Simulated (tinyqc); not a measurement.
# Circular transfer-length structure: effect of the inner radius

A disc contact of radius r0 and a very wide ring contact from r1 = r0 + sp outwards lie on a thin layer; the metal has no resistance and the sheet resistance under the contacts equals Rsh.

Transfer length Lt = sqrt(rc/Rsh). R = (Rsh/2 pi) [(Lt/r0) I0(r0/Lt)/I1(r0/Lt) + ln(r1/r0) + (Lt/r1) K0(r1/Lt)/K1(r1/Lt)] with modified Bessel functions; for r0 >> Lt both ratios tend to 1.

Parameters, values chosen for the exercise: sheet resistance of the semiconductor layer Rsh = 2200 ohm/sq; specific contact resistivity rc = 8.9e-9 ohm cm^2; gap between the contacts sp = 0.015 um.

Result of one run:
```
r0/Lt,inner contact (ohm),rc/(pi r0^2) (ohm),Rsh Lt/(2 pi r0) (ohm)
39.77,8.916,0.4426,8.803
```

Which radius of the inner contact r0 gave this result: 0.0085, 0.016, 0.059, 0.42 or 0.8 um?

r0 = 0.8 um.

The whole series:
```
r0 (um),r0/Lt,inner contact (ohm),rc/(pi r0^2) (ohm),Rsh Lt/(2 pi r0) (ohm)
0.0085,0.4226,4008,3921,828.5
0.016,0.7955,1192,1107,440.2
0.031,1.541,374.8,294.8,227.2
0.059,2.933,148.3,81.38,119.4
0.11,5.469,70.88,23.41,64.02
0.22,10.94,33.59,5.853,32.01
0.42,20.88,17.18,1.606,16.77
0.8,39.77,8.916,0.4426,8.803
```

The inner contact goes as r0^(-1.92) between the first two rows, where it is 2.2 % above rc over the area, and as r0^(-1.02) between the last two, where it is 1.3 % above the rim form: a small disc uses its whole area, a large one only a rim of width Lt.

Program tinyqc, `OMP_NUM_THREADS=1 python tinyqc.py 2760017 2760018 out.jsonl`; Intel Xeon 2.30GHz, shared host, one thread, about 0.01 s.
